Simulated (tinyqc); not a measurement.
Inside a calculation. Model: ballistic transport through the one-dimensional subbands of a rectangular nanowire or nanosheet channel. Computed by tinyqc, a small Python program that keeps every step. Command: `OMP_NUM_THREADS=1 python tinyqc.py 3017949 3017950 out.jsonl wire walk`. One thread of a shared host (Intel(R) Xeon(R) Processor @ 2.30GHz), about 0.03 s of CPU time with the checks. Intermediate numbers are printed to about 5 digits and carried at full precision; extremes and crossings named in words are read from the listed rows.

Hard walls, parabolic subbands, transport along x. Energies are counted from the bulk conduction band edge at the top of the barrier, which the gate pulls down by U; the source Fermi level lies at the bulk edge when U = 0.

Inputs (values chosen for the exercise, modelled on silicon):
```
quantity,value,unit
light mass m_t,0.19,m_0
heavy mass m_l,0.926,m_0
height a,3.8,nm
width b,6.4,nm
equivalent oxide thickness t,1.7,nm
gate voltage above flat band V_G,0.87,V
drain voltage V_D,0.05,V
temperature T,300,K
mean free path for back-scattering lambda,180,nm
channel length L,40,nm
```

Valleys: silicon [100] wire.

Constants: hbar^2/(2 m_0) = 3.80998212 eV angstrom^2; k_B = 8.617333262e-05 eV/K; m_0 = 9.1093837015e-31 kg; k_B = 1.380649e-23 J/K; hbar = 1.054571817e-34 J s; eps_0 = 8.8541878128e-12 F/m; e = 1.602176634e-19 C; h = 6.62607015e-34 J s.

## Subbands

E_pq = (hbar^2 pi^2/2)(p^2/(m_y b^2) + q^2/(m_z a^2)); valley pairs: (m_x, m_y, m_z) = (m_t, m_t, m_l), (m_t, m_l, m_t), (m_l, m_t, m_t), each with degeneracy g = 2; the 10 lowest subbands are kept.

Subbands:
```
valley axis,p,q,E (meV),m_x (m_0)
z,1,1,76.44,0.190
y,1,1,146.97,0.190
z,1,2,160.81,0.190
y,2,1,176.71,0.190
x,1,1,185.38,0.926
z,2,1,221.39,0.190
y,3,1,226.28,0.190
y,4,1,295.68,0.190
z,1,3,301.42,0.190
z,2,2,305.76,0.190
```

The second subband lies 70.5 meV, or 2.73 k_B T, above the first; the lowest belongs to the valleys with the heavy mass across the height.

## Self-consistent barrier

F_j(eta) = (1/Gamma(j + 1)) int_0^infinity x^j/(1 + exp(x - eta)) dx, F_0 = ln(1 + exp(eta)). Integrals over x = E/(k_B T) use 160 Gauss-Legendre points in u = sqrt(x) from 0 to sqrt(max(eta, 0) + 32). With degeneracy g = 2, eta_i = (U - E_i)/(k_B T) and u = e V_D/(k_B T): line density n = sum_i g sqrt(2 m_x k_B T/pi)/(2 hbar) [F_-1/2(eta_i) + F_-1/2(eta_i - u)]; gate: e n = C_ox (V_G - U/e), C_ox = 3.9 eps_0 2 (a + b)/t (flat-plate estimate); I = (2 e k_B T/h) sum_i g [F_0(eta_i) - F_0(eta_i - u)].

C_ox = 414.38 aF/micrometre

U = 178.86 meV

Occupation:
```
subband,eta_i,n_i (1/nm),I_i (microampere)
1,3.9616,7.3937e-01,7.3281
2,1.2334,3.0443e-01,4.3509
3,0.6982,2.3007e-01,3.3928
4,0.0829,1.5768e-01,2.3619
5,-0.2522,2.7602e-01,1.8770
6,-1.6454,4.0012e-02,0.5965
7,-1.8346,3.3715e-02,0.5021
8,-4.5190,2.5100e-03,0.0371
9,-4.7408,2.0135e-03,0.0298
10,-4.9088,1.7035e-03,0.0252
```

line density n = 1.7875 1/nm

ballistic current I = 20.501 microampere

mean velocity I/(e n) = 0.71585 1e7 cm/s

4 of the subbands lie below the source Fermi level; the lowest carries 36 % of the current with 41 % of the charge. The gate spends 21 % of V_G on moving the bands.

## Conductance, capacitance and scattering

Linear conductance G = (2 e^2/h) sum_i g f(eta_i), g = 2, f = 1/(1 + exp(-eta_i)), with the barrier frozen at the eta_i above; current per perimeter I/(2(a + b)); with scattering, transmission lambda/(lambda + L) and low-bias resistance (1 + L/lambda)/G.

open modes sum g f = 7.4154

ballistic conductance = 574.56 microsiemens

current per perimeter = 1005.0 microampere/micrometre

transmission = 0.81818

low-bias resistance with scattering = 2.1272 kiloohm

Even without scattering the wire has h/(2 e^2 M) = 1.74 kiloohm, which sits in the contacts.

## Gate sweep

Open modes are sum_i g/(1 + exp(-eta_i)). The last column is e dn/dV_G over C_ox, taken up to the next row.

Against the gate voltage:
```
V_G (V),U (meV),n (1/nm),I (microampere),open modes,C_g/C_ox
-0.2200,-220.00,2.8264e-06,4.1135e-05,2.4006e-05,5.1087e-04
-0.1200,-120.05,1.3496e-04,1.9641e-03,1.1461e-03,3.3620e-02
-0.0036,-7.57,1.0256e-02,1.4950e-01,8.6022e-02,4.1860e-01
0.1300,70.11,1.5490e-01,2.2717e+00,1.0996e+00,7.1150e-01
0.2300,98.96,3.3892e-01,4.8334e+00,2.0442e+00,8.0578e-01
0.3600,124.21,6.0984e-01,8.1489e+00,3.1980e+00,8.6051e-01
0.5000,143.74,9.2142e-01,1.1581e+01,4.4377e+00,8.9269e-01
0.6600,160.90,1.2908e+00,1.5465e+01,5.8046e+00,9.1286e-01
0.8300,175.72,1.6922e+00,1.9553e+01,7.1269e+00,9.2554e-01
1.0000,188.38,2.0991e+00,2.3526e+01,8.2944e+00,-
```

Between the first two rows the current rises one decade per 60 mV, against the limit ln(10) k_B T/e = 60 mV. Above threshold C_g/C_ox lies between 0.71 and 0.93: the quantum capacitance in series costs a visible part.

Checks made by the program: density of the lowest subband against a direct sum over k (relative difference 1e-09).
